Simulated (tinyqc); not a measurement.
Inside a calculation. Method: Jacobi rotations on a symmetric matrix. Computed by tinyqc, a small Python program that keeps every step. Settings: method = jacobi. Command: `OMP_NUM_THREADS=1 python tinyqc.py 31001 31002 out.jsonl` (the two numbers bound the seeds that draw the settings). One thread of a shared host (Intel(R) Xeon(R) Processor @ 2.60GHz), about 0.01 s of CPU time with the checks.

## Jacobi rotation 1

A:
```
[[1.839000, -0.559000, 0.113000, -0.207000, -0.177000],
 [-0.559000, 2.467000, 0.074000, -0.361000, -0.153000],
 [0.113000, 0.074000, 3.669000, 0.509000, -0.696000],
 [-0.207000, -0.361000, 0.509000, 4.555000, 0.206000],
 [-0.177000, -0.153000, -0.696000, 0.206000, 4.771000]]
```

Take the largest off-diagonal element A_pq; tan 2 theta = 2 A_pq / (A_qq - A_pp) with |theta| <= pi/4; A' = J^T A J with J_pp = J_qq = cos, J_pq = sin, J_qp = -sin.

p, q, theta (rad): [3.000000, 5.000000, -0.450579]

A':
```
[[1.839000, -0.559000, 0.024641, -0.207000, -0.208545],
 [-0.559000, 2.467000, -0.000015, -0.361000, -0.169956],
 [0.024641, -0.000015, 3.332297, 0.547910, 0.000000],
 [-0.207000, -0.361000, 0.547910, 4.555000, -0.036222],
 [-0.208545, -0.169956, 0.000000, -0.036222, 5.107703]]
```

## Jacobi rotation 2

As before.

p, q, theta (rad): [1.000000, 2.000000, -0.529501]

A':
```
[[1.511847, 0.000000, 0.021259, -0.360995, -0.265831],
 [0.000000, 2.794153, -0.012459, -0.207008, -0.041346],
 [0.021259, -0.012459, 3.332297, 0.547910, 0.000000],
 [-0.360995, -0.207008, 0.547910, 4.555000, -0.036222],
 [-0.265831, -0.041346, 0.000000, -0.036222, 5.107703]]
```

## All rotations

The off-diagonal norm falls at every rotation.

Rotations:
```
step    p    q      theta  off-diagonal norm
1       3    5  -0.450579           1.31e+00
2       1    2  -0.529501           1.05e+00
3       3    4   0.365363           7.04e-01
4       1    4  -0.099967           5.27e-01
5       1    5  -0.073289           3.66e-01
6       2    4  -0.096997           2.38e-01
7       1    3   0.088418           1.12e-01
8       2    3   0.156398           7.55e-02
9       2    5  -0.016982           4.99e-02
10      1    2  -0.020894           3.11e-02
11      3    4  -0.012164           1.18e-02
...   ...  ...        ...                ...
16      2    4   0.001500           4.06e-04
17      1    5   0.000076           9.89e-05
18      2    3   0.000148           5.87e-05
19      2    5  -0.000016           2.36e-05
20      3    4  -0.000010           6.13e-06
21      1    2  -2.40e-06           4.18e-06
22      1    4   8.57e-07           8.99e-07
23      1    3   3.60e-07           2.43e-07
24      3    5   8.18e-08           8.05e-08
25      4    5  -1.83e-07           3.36e-09
26      2    4   1.16e-09           7.22e-11
```

eigenvalues: [1.445354, 2.765691, 3.144833, 4.817025, 5.128095]
